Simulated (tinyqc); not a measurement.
# Trap depth and cross-section from two peaks

Question. A DLTS peak lies where ew = sn g T^2 exp(-Et/kB T), g = vth Nc/(300 K)^2. Find Et and sn.

Parameters, values chosen for the exercise: conduction-band density of states at 300 K Nc = 2.79e19 cm^-3; thermal velocity at 300 K vth = 2.3e7 cm/s.

Constants: q = 1.602176634e-19 C, kB = 1.380649e-23 J/K. Results are converted to the units shown.

peak temperatures for ew = 20 and 1000 1/s (K): [242.52120, 287.21103]

Answer. The slope of ln(ew/T^2) against q/kB T is -Et, and the intercept is ln(sn g).

Et = 0.4800 eV
sn = 4.500e-16 cm^2

Computed by the program tinyqc: `OMP_NUM_THREADS=1 python tinyqc.py 2050068 2050069 out.jsonl`, one thread of a shared Intel Xeon 2.30GHz, about 0.01 s for the whole run.
